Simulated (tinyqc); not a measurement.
Inputs raised by 5 %, one at a time: hot carriers by balance equations with a heated Maxwellian. Computed by tinyqc, a small Python program. Command: `OMP_NUM_THREADS=1 python tinyqc.py 3006324 3006325 out.jsonl hot sens`. One thread of a shared host (Intel(R) Xeon(R) Processor @ 2.30GHz), about 0.05 s of CPU time with the checks.

The carriers follow a Maxwellian at an electron temperature T_e, slightly displaced; the drift energy is neglected against k_B T_e. The balance averages the rate, not the time, so mu_0 lies below the relaxation-time value.

Inputs (values chosen for the exercise, for a model non-polar semiconductor):

| quantity | value | unit |
|---|---|---|
| effective mass m | 0.27 | m_0 |
| density rho | 4520 | kg/m^3 |
| sound velocity v_l | 9850 | m/s |
| acoustic deformation potential D_A | 11 | eV |
| phonon energy hbar w | 20.5 | meV |
| optical or intervalley deformation potential D_o | 3 | 1e8 eV/cm |
| final valleys Z_f | 5 | - |
| lattice temperature T | 300 | K |
| electric field F | 0.94 | kV/cm |
| iteration cap | 300 | - |

Band: parabolic. Solver: Newton.

Constants: k_B = 8.617333262e-05 eV/K; k_B = 1.380649e-23 J/K; e = 1.602176634e-19 C; hbar = 1.054571817e-34 J s; m_0 = 9.1093837015e-31 kg; hbar = 6.582119569e-16 eV s.

Method:
- Parabolic band: E = hbar^2 k^2/(2 m), speed v = hbar k/m, states per spin, volume and energy g(E) = m k/(2 pi^2 hbar^2). Masses are multiplied by m_0 and all formulas are in SI units.
- Phonon occupation N_q = 1/(exp(hbar w/(k_B T)) - 1).
- Acoustic deformation potential (elastic, equipartition, absorption and emission together): 1/tau = 2 pi k_B T D_A^2 g(E)/(hbar rho v_l^2).
- Optical or intervalley deformation potential: 1/tau = (pi Z_f D_o^2/(rho w)) [N_q g(E + hbar w) + (N_q + 1) g(E - hbar w)], with g = 0 below the band edge.
- Averages over the Maxwellian, <y> = int y x^(1/2) exp(-x) dx / int x^(1/2) exp(-x) dx with x = E/(k_B T_e), split at x_0 = hbar w/(k_B T_e): 64 Gauss-Legendre points in sqrt(x) below it and 128 in sqrt(x - x_0) above it, up to x = 32. Momentum balance: mu(T_e) = e/(m nu), nu = <x (sum of rates)>/<x>. Power lost per carrier: P(T_e) = hbar w <emission rate - absorption rate> + <(2 m v_l^2/(k_B T)) (E - 2 k_B T) acoustic rate>.
- Energy relaxation time at weak heating: tau_E = (3/2) k_B / (dP/dT_e), the derivative by a central difference of +/- 0.5 K at T_e = T.
- Newton: h(T_e) = P - e mu F^2, T_new = T_e - h/h', with h' by a central difference of +/- 0.5 K, limited to the range T to 3 T_e.
- Start at T_e = 1.5 T; stop when T_e moves by less than 1e-6 K or exceeds 1e6 K.
- v = mu(T_e) F; warm-carrier coefficient (mu/mu_0 - 1)/F^2.

Runs:

| input moved | from | to | drift velocity (1e7 cm/s) | electron temperature T_e (K) | energy relaxation time tau_E (ps) | mobility mu(T_e) (cm^2/(V s)) |
|---|---|---|---|---|---|---|
| base run | - | - | 0.10554 | 312.06 | 1.5542 | 1122.7 |
| effective mass m (m_0) | 0.27 | 0.2835 | 0.09381 | 309.93 | 1.4429 | 997.9 |
| sound velocity v_l (m/s) | 9850 | 10342.5 | 0.10770 | 312.31 | 1.5542 | 1145.8 |
| acoustic deformation potential D_A (eV) | 11 | 11.55 | 0.10325 | 311.77 | 1.5507 | 1098.4 |
| optical or intervalley deformation potential D_o (1e8 eV/cm) | 3 | 3.15 | 0.09810 | 310.17 | 1.4127 | 1043.6 |
| lattice temperature T (K) | 300 | 315 | 0.09793 | 326.32 | 1.5724 | 1041.8 |
| electric field F (kV/cm) | 0.94 | 0.987 | 0.11055 | 313.28 | 1.5542 | 1120.1 |
| density rho (kg/m^3) | 4520 | 4746 | 0.11055 | 313.28 | 1.6320 | 1176.1 |

Exponents ln(y'/y) / ln(x'/x):

| input | drift velocity | electron temperature T_e | energy relaxation time tau_E | mobility mu(T_e) |
|---|---|---|---|---|
| effective mass m | -2.415 | -0.140 | -1.523 | -2.415 |
| sound velocity v_l | 0.417 | 0.016 | 0.000 | 0.417 |
| acoustic deformation potential D_A | -0.449 | -0.019 | -0.047 | -0.449 |
| optical or intervalley deformation potential D_o | -1.497 | -0.124 | -1.957 | -1.497 |
| lattice temperature T | -1.533 | 0.915 | 0.238 | -1.533 |
| electric field F | 0.952 | 0.080 | 0.000 | -0.048 |
| density rho | 0.952 | 0.080 | 1.000 | 0.952 |

Among the inputs moved here: drift velocity answers most in size to effective mass m (exponent -2.415), next to lattice temperature T (-1.533). Its exponent +0.952 in electric field F: Ohm's law. Electron temperature T_e answers most in size to lattice temperature T (exponent +0.915), next to effective mass m (-0.140). Energy relaxation time tau_E answers most in size to optical or intervalley deformation potential D_o (exponent -1.957), next to effective mass m (-1.523); its exponent is below 0.0005 for sound velocity v_l, electric field F. mobility mu(T_e) answers most in size to effective mass m (exponent -2.415), next to lattice temperature T (-1.533).
